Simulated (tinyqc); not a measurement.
Anisotropic elasticity and sound waves of a cubic crystal. Changing the C12. Computed by tinyqc, a small Python program. Command: `OMP_NUM_THREADS=1 python tinyqc.py 3008577 3008578 out.jsonl cubicelastic sweep`. One thread of a shared host (Intel(R) Xeon(R) Processor @ 2.30GHz), about 0.01 s of CPU time with the checks.

Voigt order 1..6 = xx, yy, zz, yz, xz, xy, with engineering shear strains. The rotated frame has x' as named, z' along the wafer normal and y' = z' x x'.

Inputs (values chosen for the exercise, modelled on nickel): C11 = 243.4 GPa; C44 = 121.4 GPa; expansion coefficient of the film = 13 ppm/K; expansion coefficient of the substrate = 2.6 ppm/K; cooling Delta T = 380 K.

Frame: (110) wafer, x' along [001].

direction cosines a (rows x', y', z' in the cube axes), rows x', y', z', columns x, y, z:
$$\begin{pmatrix}
0.000000 & 0.000000 & 1.000000 \\
0.707107 & -0.707107 & 0.000000 \\
0.707107 & 0.707107 & 0.000000
\end{pmatrix}$$

Method:
- S11 = (C11 + C12)/D, S12 = -C12/D, D = (C11 - C12)(C11 + 2 C12), S44 = 1/C44. Zener ratio A = 2 C44/(C11 - C12); S0 = S11 - S12 - S44/2; H = 2 C44 + C12 - C11.
- C'_ijkl = C12 delta_ij delta_kl + C44 (delta_ik delta_jl + delta_il delta_jk) - H sum_m a_im a_jm a_km a_lm.
- Invert C' to S'. E along x' = 1/S'11, along y' = 1/S'22; Poisson ratios nu(x'y') = -S'12/S'11 and nu(x'z') = -S'13/S'11; in-plane shear modulus 1/S'66.
- On cooling, a thick substrate imposes eps_1 = eps_2 = (alpha_film - alpha_substrate) Delta T and eps_6 = 0; the free surface sets sigma_3 = sigma_4 = sigma_5 = 0, which fixes eps_3, eps_4, eps_5. Biaxial modulus M = (sigma_1 + sigma_2)/(2 eps); energy density M eps^2. Elastic response and constant coefficients are assumed.

One run for each value:
```
C12 (GPa)  E along x' (GPa)  biaxial modulus M (GPa)  Zener ratio A  nu(x'z')  in-plane shear modulus (GPa)
12.2                 242.24                   257.81         1.0502   0.04773                         121.4
38.0                 233.14                   284.49         1.1821   0.13504                         121.4
63.9                 216.83                   306.32         1.3526   0.20794                         121.4
89.8                 195.00                   323.86         1.5807   0.26951                         121.4
116.0                168.52                   337.80         1.9058   0.32276                         121.4
141.0                139.96                   347.98         2.3711   0.36681                         121.4
167.0                107.49                   355.70         3.1780   0.40692                         121.4
193.0                 72.69                   360.85         4.8175   0.44225                         121.4
219.0                 35.96                   363.70         9.9508   0.47362                         121.4
```

Describe and explain the trends.

Over the rows, E along x' (GPa) falls from 242 to 36.0 (exponent d ln y / d ln x -0.034 between the first rows and -5.6 between the last); biaxial modulus M (GPa) rises from 258 to 364 (exponent d ln y / d ln x 0.087 between the first rows and 0.062 between the last); Zener ratio A rises from 1.05 to 9.95 (exponent d ln y / d ln x 0.10 between the first rows and 5.7 between the last). As C12 nears C11 the shear constant (C11 - C12)/2 vanishes, and directions that use it turn soft.

Caution (all rows): the thermal stress of this film exceeds 200 MPa, which can relax by slip, cracking or buckling in a real film.
